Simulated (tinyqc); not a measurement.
Ellipsoidal valleys in the axes of a wafer and a channel: one step. Masses of all valleys. Four cases, with inputs chosen for the exercise.

Question. Give mz, md, mc, mx and my.

Valleys with axes a along x, y and z, two valleys each; inverse mass tensor w = 1/mt + (1/ml - 1/mt) a a. Device axes: z = nz/|nz|, x = nx/|nx|, y = z cross x; in them a = (ax, ay, az). Confinement mass mz = 1/w_zz. In the plane w_ij is replaced by u_ij = w_ij - w_iz w_jz/w_zz (i, j = x, y); density-of-states mass md = 1/sqrt(det u); conductivity mass along x mc = 1/u_xx; ballistic transport mass mx = u_yy/det u, width mass my = 1/u_yy.

Case 1.

Values chosen (near those of the Delta valleys of Si; shifted at random, so the results belong to these values and not to a real crystal): ml = 0.88 m0 (longitudinal mass); mt = 0.185 m0 (transverse mass); nz = (1, 1, 0) (surface normal (confinement)); nx = (1, -1, 1) (channel direction).

Case 2.

Values chosen (near those of the Delta valleys of Si; shifted at random, so the results belong to these values and not to a real crystal): ml = 0.925 m0 (longitudinal mass); mt = 0.189 m0 (transverse mass); nz = (1, 1, 1) (surface normal (confinement)); nx = (1, -1, 0) (channel direction).

Case 3.

Values chosen (near those of the Delta valleys of Si; shifted at random, so the results belong to these values and not to a real crystal): ml = 0.944 m0 (longitudinal mass); mt = 0.188 m0 (transverse mass); nz = (1, 1, 2) (surface normal (confinement)); nx = (1, 1, -1) (channel direction).

Case 4.

Values chosen (near those of the Delta valleys of Si; shifted at random, so the results belong to these values and not to a real crystal): ml = 0.909 m0 (longitudinal mass); mt = 0.188 m0 (transverse mass); nz = (1, 1, 0) (surface normal (confinement)); nx = (0, 0, 1) (channel direction).

Give: Masses (m0).

Answer.

Case 1.

Masses (m0):
```
valley      mz      md      mc      mx      my
x       0.3057  0.3139  0.3275  0.4167  0.2364
y       0.3057  0.3139  0.3275  0.4167  0.2364
z       0.1850  0.4035  0.2511  0.4167  0.3907
```

mz md^2 = ml mt^2 = 0.03012 for every valley, so a heavy confinement mass comes with a small density of states. The heaviest mz is 0.306, for x and y.

Case 2.

Masses (m0):
```
valley      mz      md      mc      mx      my
x       0.2572  0.3584  0.4122  0.5570  0.2306
y       0.2572  0.3584  0.4122  0.5570  0.2306
z       0.2572  0.3584  0.1890  0.1890  0.6797
```

mz md^2 = ml mt^2 = 0.03304 for every valley, so a heavy confinement mass comes with a small density of states. On this face all axes make the same angle with the normal.

Case 3.

Masses (m0):
```
valley      mz      md      mc      mx      my
x       0.2170  0.3922  0.2717  0.4400  0.3495
y       0.2170  0.3922  0.2717  0.4400  0.3495
z       0.4033  0.2876  0.4400  0.4400  0.1880
```

mz md^2 = ml mt^2 = 0.03336 for every valley, so a heavy confinement mass comes with a small density of states. The heaviest mz is 0.403, for z.

Case 4.

Masses (m0):
```
valley      mz      md      mc      mx      my
x       0.3116  0.3211  0.1880  0.1880  0.5485
y       0.3116  0.3211  0.1880  0.1880  0.5485
z       0.1880  0.4134  0.9090  0.9090  0.1880
```

mz md^2 = ml mt^2 = 0.03213 for every valley, so a heavy confinement mass comes with a small density of states. The heaviest mz is 0.312, for x and y.

Computed by tinyqc, one run a case: `OMP_NUM_THREADS=1 python tinyqc.py N N+1 out.jsonl` with N = 1851141, 1851142, 1880204, 1880437; one thread of a shared Intel(R) Xeon(R) Processor @ 2.30GHz, about 0.01 s a run at most.
